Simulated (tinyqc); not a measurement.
Floating body of a partially depleted SOI transistor: body voltage and kink: output curve and kink.

Source at 0 V. Channel current Ic = 2 nf K Vt^2 [F(0) - F(Vd)](1 + la Vd), F(V) = ln^2(1 + exp((Vg - VT - nf V)/(2 nf Vt))), VT = VT0 - gb Vb. Saturation voltage Vs = 2 Vt sqrt(F(0)) + 3 Vt, excess Ve = (Vd - Vs + sqrt((Vd - Vs)^2 + 0.0004 V^2))/2, multiplication M1 = Ai Ve exp(-Bl/Ve). Each junction passes D(v) = J1 (exp(v/Vt) - 1) + J2 (exp(v/(2 Vt)) - 1). Bipolar current Ib = bb J1 (exp(Vb/Vt) - 1). The body settles where M1 (Ic + Ib) = D(Vb) + D(Vb - Vd) + Vb/Rb; drain current Id = (1 + M1)(Ic + Ib) - D(Vb - Vd).

Rows with more than one solution for Vb (latch) are left out; dId/dVd by a forward difference over 1e-4 V, swing = 1e-4 V over the change of log10 Id; M1 under 1e-12 is printed as 0.

Values chosen for this exercise; values of the order met in partially depleted silicon-on-insulator transistors:
- T = 398 K (temperature)
- VT0 = 0.39 V (threshold at zero body voltage)
- gb = 0.22 (fall of the threshold per volt of body voltage)
- nf = 1.19 (slope factor)
- K = 190 uA/(V^2 um) (gain factor per width)
- la = 0.09 1/V (channel-length modulation factor)
- Ai = 2.82 1/V (impact-ionisation prefactor)
- Bl = 5.6 V (impact-ionisation voltage)
- J1 = 5.4e-9 uA/um (diffusion saturation current of each junction)
- J2 = 1.6e-6 uA/um (recombination saturation current of each junction)
- bb = 1 (gain of the lateral bipolar transistor on the diffusion current)
- Rb = 1e9 kohm um (resistance of a weak body tie to the source (1e9 stands for no tie, and the term is then dropped))
- Vg = 0.46 V (gate voltage)

Constants: q = 1.602176634e-19 C, kB = 1.380649e-23 J/K, Vt = kB T/q. Results are converted to the units shown.

Results:
```
Vd (V)	Vb (V)	M1	Id, floating (uA/um)	Id, grounded (uA/um)	ratio	dId/dVd, floating (uS/um)	dId/dVd, grounded (uS/um)
0.68	0.1548	9.617e-6	1.306	0.8281	1.577	5.029	0.07057
0.84	0.3420	1.617e-4	2.143	0.8396	2.553	4.569	0.07459
1	0.4434	0.001185	2.744	0.8525	3.219	3.133	0.08986
1.32	0.5475	0.01437	3.599	0.8930	4.030	2.556	0.1767
1.48	0.5802	0.03262	4.034	0.9268	4.352	2.942	0.2490
1.64	0.6064	0.06263	4.563	0.9735	4.688	3.759	0.3367
1.8	0.6286	0.1067	5.264	1.035	5.085	5.106	0.4360
```

Estimate the missing row, Vd = 1.16 V.

Computed row:
```
Vd (V)	Vb (V)	M1	Id, floating (uA/um)	Id, grounded (uA/um)	ratio	dId/dVd, floating (uS/um)	dId/dVd, grounded (uS/um)
1.16	0.5046	0.004958	3.193	0.8693	3.674	2.587	0.1231
```

With this row back in the table: Vb rises from 0.155 to 0.629 V and the ratio of the currents rises from 1.58 to 5.09. The output conductance with a floating body exceeds the grounded value by the largest factor among the rows, 71.3, at Vd = 0.68 V, where Vb = 0.155 V and M1 = 9.62e-6.

Range of the model: The multiplication law is an empirical form chosen for the exercise; self-heating and capacitive coupling to the body are left out, and the linear laws are rough once Vb passes about 0.7 V or M1 about 0.1.

tinyqc, about 0.2 s, one thread, Intel Xeon 2.30GHz (shared host): `OMP_NUM_THREADS=1 python tinyqc.py 2182171 2182172 out.jsonl`
